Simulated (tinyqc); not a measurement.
Capacitance measurement on a leaky thin oxide: effects of series resistance and leakage: one step of the calculation.

The device is a capacitance C in parallel with a leakage conductance G, in series with Rs and Ls. An impedance meter reports either a parallel pair (Cp, Gp) from Y = 1/Z = Gp + i w Cp or a series pair (Cs, Rm) from Z = Rm + 1/(i w Cs); w = 2 pi f, dissipation D = Gp/(w |Cp|).

Question. True capacitance and conductance. EOT = 3.9 tox/eox; CET = EOT + zc + zp; C = 3.9 eps0 A/CET; G = Jg A/Vs.

Parameters, values chosen for the exercise; values of the order met in thin-oxide MOS capacitors:
- eox = 24.9 (relative permittivity of the gate insulator (close to zirconium oxide))
- tox = 4.2 nm (insulator thickness)
- A = 100 um^2 (gate area)
- zc = 0.44 nm (oxide-equivalent thickness added by the accumulation layer)
- zp = 0 nm (oxide-equivalent thickness added by gate depletion)
- Jg = 0.5 A/cm^2 (gate leakage current density, not matched to the thickness)
- Vs = 0.2 V (voltage for an e-fold rise of the leakage)

Constants: eps0 = 8.8541878128e-14 F/cm where lengths are in cm. Results are converted to the units shown.

Find: EOT; CET; C; G.

Answer.

EOT = 0.6578 nm
CET = 1.098 nm
C = 3.145 pF
G = 2.500 uS

tinyqc, about 0.01 s, one thread, Intel Xeon 2.30GHz (shared host): `OMP_NUM_THREADS=1 python tinyqc.py 2022088 2022089 out.jsonl`
